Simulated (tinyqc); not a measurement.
Inside a calculation. Model: potential-pH (Pourbaix) lines of a metal, its cation, its oxide and an oxyanion, with a complexing ligand. Computed by tinyqc, a small Python program that keeps every step. Command: `OMP_NUM_THREADS=1 python tinyqc.py 3001604 3001605 out.jsonl pourb walk`. One thread of a shared host (Intel(R) Xeon(R) Processor @ 2.30GHz), about 0.02 s of CPU time with the checks. Intermediate numbers are printed to about 7 digits and carried at full precision; extremes and crossings named in words are read from the listed rows.

Potentials are against the standard hydrogen electrode; solids and water have unit activity; dG_f of M, H+ and the electron is zero; F = e N_A and s = R T ln(10)/F. The cation carries z = 2.

Inputs (values chosen for the exercise, modelled on copper):

| quantity | value | unit |
|---|---|---|
| dG_f of the cation | 64.34 | kJ/mol |
| dG_f of the oxide | -130.77 | kJ/mol |
| dG_f of the oxyanion | -211.51 | kJ/mol |
| dG_f of water | -237.14 | kJ/mol |
| temperature T | 298.15 | K |
| log10 of the dissolved activity a | -6 | - |
| pH | 13 | - |
| potential E | 1 | V |
| log10 of the stability constant beta of ML | 8.6 | - |
| pKa of HL | 8.5 | - |
| total ligand c_L | 0.036 | mol/L |
| limiting current density i_L | 0.003 | A/cm^2 |
| molar volume V_m | 7.11 | cm^3/mol |

Species: M, M2+, MO, MO2(2-).

exchange current densities, metal and cathodic (A/cm^2): 2.7e-05  1.7e-12

Tafel slopes, anodic and cathodic (mV/decade): 85  145

Constants: R = 8.314462618 J/(mol K); e = 1.602176634e-19 C; N_A = 6.02214076e+23 1/mol.

## Standard potentials

M2+ + 2e = M; MO + 2H+ + 2e = M + H2O; MO2(2-) + 4H+ + 2e = M + 2H2O. For each, E0 = -dG/(z F), and E = E0 + (s/z) log10 a - (s n_H/z) pH, with no activity term for the oxide.

s = 0.05915935 V

E0 (V): cation 0.333419, oxide 0.551224, oxyanion 1.361710

The metal is nobler than hydrogen: acids free of oxidants and complexing ligands do not dissolve it.

## Vertical lines

Two oxidised species coexist where their lines against the metal cross: pH1 (cation/oxide) = [E0(oxide) - E0(cation)]/s - (log10 a)/z; pH2 (oxide/oxyanion) = {[E0(oxyanion) - E0(oxide)]/s + (log10 a)/z}/(4/z - 1).

pH1 = 6.681669

pH2 = 10.70005

width of the oxide field, pH2 - pH1 = 4.018379

The oxide is stable from pH 6.68 to 10.70; each decade less of dissolved metal narrows this field by 1.00 pH units.

## The stable species at (pH, E)

The metal is stable below the lowest of the three lines; above it, the species of the lowest line is stable. Water lines at 1 bar: hydrogen E = -s pH, oxygen E = -dG_f(water)/(2F) - s pH.

lines at this pH (V): cation 0.1559405, oxide -0.2178479, oxyanion -0.3539116

upper limit of immunity = -0.3539116 V

hydrogen line = -0.7690715 V

oxygen line = 0.4598199 V

E above the limit of immunity = 1.353912 V

Stable here: the oxyanion (corrosion). The point lies outside the stability range of water. Immunity reaches above the hydrogen line, so without the ligand only oxygen or another oxidant can attack. Caution: other oxidation states, hydroxides and hydrides are left out, and the lines say nothing of rates.

## A complexing ligand

The free ligand is c_L/(1 + 10^(pKa - pH)) (ligand in excess); dissolved metal is a in all, so the free cation is a/alpha, alpha = 1 + beta [L]; the cation line drops by (s/z) log10 alpha.

free ligand = 0.03599886 mol/L

log10 alpha = 7.156289

cation line with ligand = -0.05574019 V

that line less the oxide line = 0.1621077 V

The oxide still lies below the complexed cation at this pH.

## Mixed potential with oxygen reduction

Anodic i = i0a 10^((E - E_a)/b_a) with E_a the cation line with ligand; cathodic i = i0c 10^((E_c - E)/b_c) with E_c the oxygen line; supply caps the cathodic current, 1/i_c = 1/i(Tafel) + 1/i_L. E_corr makes the two currents equal. Without the cap it would be [b_c E_a + b_a E_c + b_a b_c log10(i0c/i0a)]/(b_a + b_c). Rate = i V_m/(z F). Films are left out.

E_corr without the cap = -0.2510822 V

corrosion potential E_corr = -0.2510833 V

corrosion current density = 1.358970e-07 A/cm^2

i/i_L = 4.529899e-05

etch rate = 0.003004273 nm/min

The current is under activation control. Caution: at this pH the oxyanion, not the cation, is the stable product, so this anodic line is not the one that acts. Caution: so near the reversible potential the back reaction matters and the Tafel form fails.

## The diagram with and without ligand

The formulas are those given above.

Lines against the metal (V); the species with the lowest line is stable above it:

| pH | cation | oxide | oxyanion | stable above | cation with ligand | stable above, ligand |
|---|---|---|---|---|---|---|
| 0 | 0.1559405 | 0.5512237 | 1.184232 | cation | 0.1553711 | dissolved |
| 2 | 0.1559405 | 0.4329050 | 0.947594 | cation | 0.1339660 | dissolved |
| 4 | 0.1559405 | 0.3145863 | 0.710957 | cation | 0.0773400 | dissolved |
| 5 | 0.1559405 | 0.2554269 | 0.592638 | cation | 0.0477895 | dissolved |
| 6 | 0.1559405 | 0.1962676 | 0.474319 | cation | 0.0182489 | dissolved |
| 7 | 0.1559405 | 0.1371082 | 0.356001 | oxide | -0.0109712 | dissolved |
| 8 | 0.1559405 | 0.0779489 | 0.237682 | oxide | -0.0374210 | dissolved |
| 9 | 0.1559405 | 0.0187895 | 0.119363 | oxide | -0.0522108 | dissolved |
| 10 | 0.1559405 | -0.0403698 | 0.001045 | oxide | -0.0553407 | dissolved |
| 12 | 0.1559405 | -0.1586885 | -0.235593 | oxyanion | -0.0557365 | oxyanion |
| 14 | 0.1559405 | -0.2770072 | -0.472230 | oxyanion | -0.0557406 | oxyanion |

Without ligand the oxide holds 4 of the eleven rows (pH 7 to 10), with it 0. The ligand acts once beta [L] exceeds 1, from pH = pKa - log10(beta c_L) = 1.3 on; its line then falls by at most s/z per pH unit and flattens beyond pKa, 0.212 V below the free cation at most. The oxide line falls faster, by s per pH unit.

Checks made by the program: the lines cross at pH1 and pH2 (relative difference below 1e-10).
